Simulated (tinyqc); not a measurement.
Adsorption as a lattice gas: isotherms with interactions, competition, desorption peaks and saturation dose: one step, computed by the program tinyqc. Command: `OMP_NUM_THREADS=1 python tinyqc.py 3025832 3025833 out.jsonl adsorb walk`. One thread of a shared host (Intel(R) Xeon(R) Processor @ 2.30GHz), about 0.1 s of CPU time with the checks.

One adsorbate per site; a molecule needs 2 empty sites. Gas and surface have the same temperature.

Problem. Flux and the Langmuir coverage. Flux F = p/sqrt(2 pi M k_B T); k_d = nu exp(-E/(k_B T)); 2 s0 F (1 - theta)^2 = N_s k_d theta^2, so y = sqrt(2 s0 F/(N_s k_d)), theta = y/(1 + y). With a second gas on the same sites theta = y/(1 + y + K_B p_B).

Inputs (values chosen for the exercise, for a model surface): desorption energy E = 2.39 eV; prefactor nu = 3.8e+14 1/s; site density N_s = 7 1/nm^2; molecular mass M = 80.7 u; sticking coefficient s0 = 0.0014; temperature T = 807 K; pressure p = 48 Pa; blocking by a second gas, K_B p_B = 0.39.

Adsorption: dissociative (second order).

Constants: u = 1.6605390666e-27 kg; k_B = 1.380649e-23 J/K; k_B = 8.617333262e-05 eV/K.

Give: flux F; k_d; y; Langmuir coverage; coverage with the second gas.

Solution.

flux F = 4.956e+05 1/(nm^2 s)

k_d = 0.4509 1/s

y = 20.97

Langmuir coverage = 0.9545

coverage with the second gas = 0.9378
